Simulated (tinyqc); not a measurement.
Time-dependent dielectric breakdown: cell percolation, Weibull statistics, area scaling and voltage extrapolation: one step, computed by the program tinyqc.

The oxide is divided into columns of area a^2, each holding m = t_ox/a cells (m is taken as continuous). A share lambda(t) = (t/t_1)^alpha of the cells is defective, and a column whose cells are all defective breaks down.

Task: Projection to use conditions. All three voltage laws share the slope n at the stress voltage. Factor t(V_u)/t(V): E law exp(n (1 - V_u/V)); 1/E law exp(n (V/V_u - 1)); power law (V/V_u)^n. Temperatures in kelvin are T(C) + 273.15. Temperature factor exp[(E_a/k_B)(1/T_u - 1/T)]; area factor (A/A_u)^(1/beta); percentile factor (-ln(1 - F))^(1/beta); life = t63 x all four; 1 year = 3.15576e7 s.

Inputs (values chosen for the exercise, for a model gate oxide):
```
quantity                                                  value  unit
test area A                                                 0.5  um^2
product area A_u                                         500000  um^2
stress voltage V                                           5.58     V
use voltage V_u                                             3.2     V
local exponent n = -d ln t/d ln V at the stress voltage      41     -
activation energy E_a                                      0.73    eV
stress temperature T                                        175     C
use temperature T_u                                          85     C
allowed failure fraction F                                1e-06     -
```

Voltage law used: 1/E.

Weibull slope beta = 2.686

characteristic life t63 = 60.28908 s

Constants: k_B = 8.617333262e-05 eV/K.

Give: voltage factor; temperature factor; area factor; percentile factor; projected life.

Result:

voltage factor = 1.751e+13

temperature factor = 115.6

area factor = 0.005837

percentile factor = 0.005837

projected life = 1.317e+05 years

Area and percentile together cost 4.5 decades, voltage and temperature return 15.3; a ten-year target is met. Caution: t_1 is an input here; in a real oxide it changes with thickness at fixed voltage. Caution: a voltage factor of more than nine decades rests wholly on the chosen law and cannot be tested.
